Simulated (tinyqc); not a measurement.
Modulation-doped quantum well, Poisson-Schroedinger loop: effect of the temperature.

A well of width L centred at z = 0 between barriers Vb; effective-mass electrons, parabolic bands. The electrons come from donor sheets outside the mesh, a share fL of Ns on the left and the rest on the right, so the structure is neutral. Energies are counted from the band edge of the well, with U = 0 on the first node in the Hartree part.

Schroedinger equation -C d/dz (1/m) dpsi/dz + (V0 + U) psi = E psi, C = hbar^2/(2 m0), on a fine mesh (400 intervals across the well) with hard walls 3.15 nm outside the well edges (to within half a fine step); the lowest 2 levels are kept. V0 = 0 in the well and Vb outside, plus q Fz z (1 kV/cm = 1e-4 eV/nm). N_k = D Vt ln(1 + exp((EF - E_k)/Vt)), D = md m0 q/(pi hbar^2), sum N_k = Ns; n = sum N_k |psi_k|^2. dU/dz = q (fL Ns - integral of n from the left)/(eps0 eps_r). The loop is converged to 1e-9 eV; shares under 0.001 % are printed as 0.

Parameters, values chosen for the exercise; material values those of a made-up well:
```
symbol,value,unit,meaning
mw,0.0384,m0,mass along z in the well
mb,0.0701,m0,mass along z in the barriers
md,0.0439,m0,in-plane mass
Vb,0.49,eV,barrier height
eps_r,12.3,,relative permittivity (all layers)
L,9.9,nm,well width
Ns,1.5e12,cm^-2,sheet density of electrons
fL,0.5,,share of the donors on the left side
Fz,-36,kV/cm,applied field along z
```

Constants: q = 1.602176634e-19 C, kB = 1.380649e-23 J/K, hbar = 1.054571817e-34 J s, m0 = 9.1093837015e-31 kg, Vt = kB T/q, eps0 = 8.8541878128e-14 F/cm where lengths are in cm, hbar^2/(2 m0) = 0.0380998212 eV nm^2. Results are converted to the units shown.

Effect of the temperature:

| T (K) | E2 - E1 (meV) | EF - E1 (meV) | share of E2 (%) | centroid (nm) | charge in the barriers (%) | range of U in the well (meV) |
|---|---|---|---|---|---|---|
| 4 | 150 | 81.8 | 0 | 0.245 | 3.25 | 34.6 |
| 20 | 150 | 81.8 | 0 | 0.245 | 3.25 | 34.6 |
| 50 | 150 | 81.8 | 0 | 0.245 | 3.25 | 34.6 |
| 100 | 150 | 81.8 | 0.00369 | 0.245 | 3.25 | 34.6 |
| 150 | 150 | 81.7 | 0.0778 | 0.245 | 3.26 | 34.6 |
| 200 | 150 | 81.3 | 0.380 | 0.244 | 3.28 | 34.5 |
| 300 | 150 | 79.0 | 1.93 | 0.240 | 3.41 | 34.3 |
| 400 | 151 | 74.4 | 4.39 | 0.233 | 3.61 | 33.8 |

What does the comparison show?

As T goes from 4 to 400, E2 - E1 stays near 150 meV, EF - E1 falls from 81.8 to 74.4 meV and the share of E2 rises from 0 to 4.39 %. EF stays below E2 throughout. In every row E2 or EF lies over 150 meV above E1, where non-parabolicity matters for so light a mass.

Numbers from tinyqc (`OMP_NUM_THREADS=1 python tinyqc.py 2140062 2140063 out.jsonl`; about 0.1 s on one thread of a shared Intel Xeon 2.30GHz).
